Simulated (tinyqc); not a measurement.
On-chip power grid, static voltage drop by conjugate gradients: two steps of the calculation.

A grid of 4 rows and 4 columns, node k = 4 row + column. Neighbours in a row are joined by Rx, in a column by Ry; pad nodes, which reach the supply through Rp: 0, 15. Each node draws I0, node 7 draws kh I0. The drops u = Vdd - V solve G u = i, with G the conductance matrix (1/Rp added on the diagonal at pad nodes).

Values chosen for this exercise: resistance of a horizontal segment Rx = 0.18 ohm; resistance of a vertical segment Ry = 0.32 ohm; resistance from a pad node to the supply Rp = 0.063 ohm; load current of an ordinary node I0 = 3.9 mA; factor on the load at the hot node kh = 8.

Task 1. Diagonal of G, loads and first direction. G_kk = sum of the conductances at node k. Start u = 0, so the residual is r = i; p = r.

Find: G_kk; r at the start; p at the start.

Result 1.

G_kk (S):
```
,col 0,col 1,col 2,col 3
row 0,24.55,14.24,14.24,8.681
row 1,11.81,17.36,17.36,11.81
row 2,11.81,17.36,17.36,11.81
row 3,8.681,14.24,14.24,24.55
```

r at the start (mA):
```
,col 0,col 1,col 2,col 3
row 0,3.900,3.900,3.900,3.900
row 1,3.900,3.900,3.900,31.20
row 2,3.900,3.900,3.900,3.900
row 3,3.900,3.900,3.900,3.900
```

p at the start (mA):
```
,col 0,col 1,col 2,col 3
row 0,3.900,3.900,3.900,3.900
row 1,3.900,3.900,3.900,31.20
row 2,3.900,3.900,3.900,3.900
row 3,3.900,3.900,3.900,3.900
```

Task 2. Conjugate-gradient step. q = G p; a = (r.r)/(p.q); u(new) = u + a p; r(new) = r - a q; b = (r.r)(new)/(r.r); p(new) = r(new) + b p.

u at the start (mV):
```
,col 0,col 1,col 2,col 3
row 0,0,0,0,0
row 1,0,0,0,0
row 2,0,0,0,0
row 3,0,0,0,0
```

r at the start (mA):
```
,col 0,col 1,col 2,col 3
row 0,3.9,3.9,3.9,3.9
row 1,3.9,3.9,3.9,31.2
row 2,3.9,3.9,3.9,3.9
row 3,3.9,3.9,3.9,3.9
```

p at the start (mA):
```
,col 0,col 1,col 2,col 3
row 0,3.9,3.9,3.9,3.9
row 1,3.9,3.9,3.9,31.2
row 2,3.9,3.9,3.9,3.9
row 3,3.9,3.9,3.9,3.9
```

Give: q; a; u after iteration 1; r after iteration 1; b; p after iteration 1.

Result 2.

q (mA S):
```
,col 0,col 1,col 2,col 3
row 0,61.90,0.00,0.00,-85.31
row 1,0.00,0.00,-151.67,322.29
row 2,0.00,0.00,0.00,-85.31
row 3,0.00,0.00,0.00,61.90
```

a = 0.12946 ohm

u after iteration 1 (mV):
```
,col 0,col 1,col 2,col 3
row 0,0.5049,0.5049,0.5049,0.5049
row 1,0.5049,0.5049,0.5049,4.0392
row 2,0.5049,0.5049,0.5049,0.5049
row 3,0.5049,0.5049,0.5049,0.5049
```

r after iteration 1 (mA):
```
,col 0,col 1,col 2,col 3
row 0,-4.114,3.900,3.900,14.945
row 1,3.900,3.900,23.535,-10.524
row 2,3.900,3.900,3.900,14.945
row 3,3.900,3.900,3.900,-4.114
```

b = 1.0797

p after iteration 1 (mA):
```
,col 0,col 1,col 2,col 3
row 0,0.096,8.111,8.111,19.155
row 1,8.111,8.111,27.746,23.161
row 2,8.111,8.111,8.111,19.155
row 3,8.111,8.111,8.111,0.096
```

tinyqc, about 0.07 s, one thread, Intel Xeon 2.30GHz (shared host): `OMP_NUM_THREADS=1 python tinyqc.py 2770152 2770153 out.jsonl`
